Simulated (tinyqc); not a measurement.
# Changing the atom density n_1

Model: thermal boundary conductance by the acoustic and diffuse mismatch models. Computed by tinyqc, a small Python program. Command: `OMP_NUM_THREADS=1 python tinyqc.py 3024146 3024147 out.jsonl kapitza sweep`. One thread of a shared host (Intel(R) Xeon(R) Processor @ 2.30GHz), about 0.01 s of CPU time with the checks.

Each side has one longitudinal and two transverse Debye branches, omega = v q up to q_D = (6 pi^2 n)^(1/3), with n counting all atoms. Scattering at the interface is elastic. Electrons are left out of G, also for metals. Melting is ignored. G refers to the temperatures of the phonons sent towards the interface. Linear branches over all atoms overstate G at high T, most for crystals with several atoms a cell.

Inputs (values chosen for the exercise, modelled on gallium arsenide (side 1) and silicon (side 2)): density rho_1 = 5.43 g/cm^3; longitudinal velocity vL_1 = 5200 m/s; transverse velocity vT_1 = 3080 m/s; density rho_2 = 2.36 g/cm^3; longitudinal velocity vL_2 = 8810 m/s; transverse velocity vT_2 = 5210 m/s; atom density n_2 = 51 1/nm^3; conductivity kappa_2 = 151 W/(m K); temperature T = 300 K.

Structure: film on a substrate.

Constants: hbar = 1.054571817e-34 J s; k_B = 1.380649e-23 J/K.

Method:
- omega_c = v q_D for each branch, given as hbar omega_c/k_B; impedance Z = rho v.
- No mode conversion. t(theta) = 4 Z_1 Z_2 cos(theta_1) cos(theta_2)/N^2, with N = Z_2 cos(theta_1) + Z_1 cos(theta_2) for L (the form for pressure waves) and N = Z_1 cos(theta_1) + Z_2 cos(theta_2) for both T branches (the form for shear waves polarised along the interface); sin(theta_2) = (v_2/v_1) sin(theta_1), and t = 0 beyond the critical angle arcsin(v_1/v_2); the mean over the incoming flux is alpha = 2 int t sin(theta_1) cos(theta_1) d theta_1 (64 Gauss-Legendre points).
- G = (k_B^4 T^3/(8 pi^2 hbar^3)) int W(x) x^4 e^x/(e^x - 1)^2 dx, x = hbar omega/(k_B T). Acoustic mismatch: W = sum over the three branches of alpha(1 to 2)/v_1^2, each up to the lower of its two cut-offs. Diffuse mismatch: W = S_1 S_2/(S_1 + S_2), where S_i sums 1/v^2 over the branches of side i still below their cut-off. Radiation limit: W = min(S_1, S_2). The integral is split at the four cut-offs (64 Gauss-Legendre points a piece, x at most 45).
- Boundary resistance R = 1/G and Kapitza length kappa_2/G use the diffuse value.

One run for each value; columns: (1) atom density n_1 (1/nm^3); (2) G, diffuse mismatch (MW/(m^2 K)); (3) G, acoustic mismatch (MW/(m^2 K)); (4) G, radiation limit (MW/(m^2 K)):
```
(1)       (2)     (3)     (4)
7.2     113.5    86.9   158.4
11.0    171.1   131.4   238.8
18.0    274.2   211.5   382.5
28.0    415.9   322.5   580.0
44.0    631.6   493.5   880.5
70.0    852.5   757.1  1179.1
110.0  1105.9  1135.7  1514.0
170.0  1452.7  1656.4  1971.8
```

What does the table show, and why?

Over the rows, G, diffuse mismatch (MW/(m^2 K)) rises from 113 to 1450 (exponent d ln y / d ln x 0.97 between the first rows and 0.63 between the last); G, acoustic mismatch (MW/(m^2 K)) rises from 86.9 to 1660 (exponent d ln y / d ln x 0.98 between the first rows and 0.87 between the last); G, radiation limit (MW/(m^2 K)) rises from 158 to 1970 (exponent d ln y / d ln x 0.97 between the first rows and 0.61 between the last). n_1 enters only through the cut-offs of side 1: it matters while they lie below those of side 2 and within reach of k_B T.

Caution (all rows): at this temperature short waves carry the heat; linear branches up to q_D overstate their velocity, and inelastic processes, left out here, grow with T.
